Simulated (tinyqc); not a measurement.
What an interlayer buys: scattering of inversion-layer electrons by surface optical phonons of the gate insulator (remote phonon scattering). Computed by tinyqc, a small Python program. Command: `OMP_NUM_THREADS=1 python tinyqc.py 3111014 3111015 out.jsonl sophonon walk`. One thread of a shared host (Intel(R) Xeon(R) Processor @ 2.30GHz), about 0.02 s of CPU time with the checks.

One subband with the Fang-Howard envelope; insulator and channel are half-spaces, the gate is far away, and an interlayer only moves the polar surface away by t (its own modes and its permittivity contrast are left out).

Inputs (values chosen for the exercise, modelled on HfO2 on silicon):
```
quantity                                   value        unit
static constant of the insulator eps_0s     21.9           -
intermediate constant eps_i                 6.71           -
optical constant eps_inf                    5.02           -
hbar omega_TO1                              12.6         meV
hbar omega_TO2                              48.1         meV
constant of the channel eps_s               11.7           -
in-plane mass m                            0.184         m_0
valleys g_v                                    2           -
sheet density n                          7.3e+12      1/cm^2
mean distance of the electrons z0 = 3/b      2.6          nm
interlayer thickness t                         0          nm
temperature T                                150           K
mobility from other processes                720  cm^2/(V s)
```

Screening by the channel electrons: static.

Constants: k_B = 8.617333262e-05 eV/K; hbar^2/(2 m_0) = 3.80998212 eV angstrom^2; e^2/(4 pi eps_0) = 14.39964548 eV angstrom; hbar = 6.582119569e-16 eV s; e = 1.602176634e-19 C; m_0 = 9.1093837015e-31 kg.

Method:
- eps(w) = eps_inf + (eps_0s - eps_i) w1^2/(w1^2 - w^2) + (eps_i - eps_inf) w2^2/(w2^2 - w^2). Surface modes solve eps(w) + eps_s = 0, a quadratic in w^2; the strength of a mode is g = 2/(w d eps/dw).
- Occupation N = 1/(exp(hbar w/(k_B T)) - 1).
- Density of states D = g_v m/(pi hbar^2); eta = E_F/(k_B T) = ln(exp(n/(D k_B T)) - 1); screening wave number q_s = e^2 D/(2 eps_0 eps_avg) x 1/(1 + exp(-eta)), eps_avg = (eps_s + eps_inf)/2; b = 3/z0.
- For a mode of strength g, without the occupation factor, Area x |M(q)|^2 = e^2 hbar w g/(2 eps_0 q) x (b/(b + q))^6 exp(-2 q t) / (1 + (q_s/q) H(q))^2, H = (1 + 9 x/8 + 3 x^2/8)/(1 + x)^3, x = q/b.
- Approximate momentum relaxation rate, taking tau v alike in the initial and final states: 1/tau = (m/(2 pi hbar^3)) sum over modes and over absorption (N, E' = E + hbar w) and emission (N + 1, E' = E - hbar w > 0) of [(1 - f(E'))/(1 - f(E))] int_0^(2 pi) Area |M(q)|^2 (1 - cos theta) d theta, q^2 = k^2 + k'^2 - 2 k k' cos theta, f the Fermi function; 48 midpoints in theta from 0 to pi.
- mu = (e/m) int tau E f (1 - f) dE/(k_B T int f dE), by 300 midpoints from 0 to (max(eta, 0) + 14) k_B T; Matthiessen sum with the other processes.

hbar omega_SO (meV): 1 16.9724, 2 50.6201

strengths g: 1 0.0239098, 2 0.0061369

occupations N: 1 0.367987, 2 0.020323

b = 1.15385 1/nm

q_s = 1.62146 1/nm

eta = 3.64808

Against the interlayer thickness:
```
t (nm)  remote-phonon mobility (cm^2/(V s))  total (cm^2/(V s))
0.0                              3.4823e+04              705.41
0.3                              5.5313e+04              710.75
0.6                              8.6274e+04              714.04
1.0                              1.5119e+05              716.59
1.5                              2.8869e+05              718.21
2.0                              5.1873e+05              719.00
3.0                              1.4200e+06              719.64
```

What does the comparison show, and why?

1 nm of interlayer raises the remote-phonon mobility by a factor 4.34, as exp(2 q t) with an effective q of 0.73 per nm; between 2 and 3 nm the effective q is 0.50. The total goes from 705 to 717 over the first nanometre.

Extremes, crossings and ranges named in words are read from the listed rows.
